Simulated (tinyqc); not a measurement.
# n-type polysilicon, carrier trapping at grain boundaries: effect of the grain size

One-dimensional grains of size Lg, uniform ionised doping N, monovalent traps Qt at each boundary at a depth Et below (for electrons) or above (for holes) the band edge there, abrupt depletion of width W on each side of a boundary, Boltzmann statistics. xi is the distance from the band edge at the grain centre to the Fermi level. Trapped charge Qt/(1 + exp((xi + VB - Et)/Vt)) = 2 N W, barrier VB = q N W^2/(2 eps0 eps_r).

If the trap equation with xi = Vt ln(NB/N) has a root W < Lg/2, the grain is partly depleted; otherwise W = Lg/2 and the trap equation gives xi = Et - VB + Vt ln(Qt/(N Lg) - 1). N* = Qt/Lg. n0 = NB exp(-xi/Vt); mean density n0 (1 - 2 W/Lg) by charge balance in a partly depleted grain, and n0 (sqrt(pi)/2) erf(u)/u with u = sqrt(VB/Vt) in a fully depleted one; v = sqrt(kB T/(2 pi ms m0)); barrier resistivity Vt exp(VB/Vt)/(q fe n0 v Lg); grain resistivity (1 - 2 W/Lg)/(q n0 mug); effective mobility 1/(q mean density total resistivity). Rows with xi above 0.45 V, towards mid-gap, are left out, since the other carrier type is ignored.

Values chosen for this exercise; values of the order met in polycrystalline silicon:
```
symbol   value        unit                                                              meaning
T          300           K                                                          temperature
eps_r     11.7                                                            relative permittivity
NB      2.8e19       cm^-3                               conduction-band density of states at T
Qt      1.7e12       cm^-2                                     trap density of a grain boundary
Et        0.48          eV  depth of the trap level from the majority band edge at the boundary
ms        0.41          m0                                         mass for thermionic emission
fe        0.12                                           correction factor of the emission rate
mug         94  cm^2/(V s)                                           mobility inside the grains
N       6.5e17       cm^-3                                                               doping
```

Constants: q = 1.602176634e-19 C, kB = 1.380649e-23 J/K, m0 = 9.1093837015e-31 kg, Vt = kB T/q, eps0 = 8.8541878128e-14 F/cm where lengths are in cm. Results are converted to the units shown.

Results:

| Lg (nm) | N/N* | depleted share 2 W/Lg | VB (V) | xi (V) | mean density (cm^-3) | resistivity (ohm cm) | effective mobility (cm^2/(V s)) |
|---|---|---|---|---|---|---|---|
| 17 | 0.65000 | 1.0000 | 0.036316 | 0.42768 | 1.2401e12 | 4.1920e5 | 12.007 |
| 53 | 2.0265 | 0.49346 | 0.085953 | 0.097281 | 3.2925e17 | 2.6339 | 7.1972 |
| 94 | 3.5941 | 0.27823 | 0.085953 | 0.097281 | 4.6915e17 | 1.5296 | 8.6974 |
| 160 | 6.1176 | 0.16346 | 0.085953 | 0.097281 | 5.4375e17 | 0.94080 | 12.201 |
| 290 | 11.088 | 0.090185 | 0.085953 | 0.097281 | 5.9138e17 | 0.56485 | 18.685 |
| 500 | 19.118 | 0.052307 | 0.085953 | 0.097281 | 6.1600e17 | 0.37052 | 27.346 |

Estimate the missing row, Lg = 31 nm.

Computed row:

| Lg (nm) | N/N* | depleted share 2 W/Lg | VB (V) | xi (V) | mean density (cm^-3) | resistivity (ohm cm) | effective mobility (cm^2/(V s)) |
|---|---|---|---|---|---|---|---|
| 31 | 1.1853 | 0.84366 | 0.085953 | 0.097281 | 1.0162e17 | 4.4307 | 13.863 |

With this row back in the table: As Lg goes from 17 to 500, VB rises from 0.0363 to 0.0860 V, the resistivity falls from 4.19e5 to 0.371 ohm cm and the effective mobility moves up and down between 7.20 and 27.3 cm^2/(V s). For Lg = 31 the grain is near the changeover between partial and full depletion, within a few Debye lengths, where both limits are rough.

tinyqc, about 0.01 s, one thread, Intel Xeon 2.30GHz (shared host): `OMP_NUM_THREADS=1 python tinyqc.py 2830024 2830025 out.jsonl`
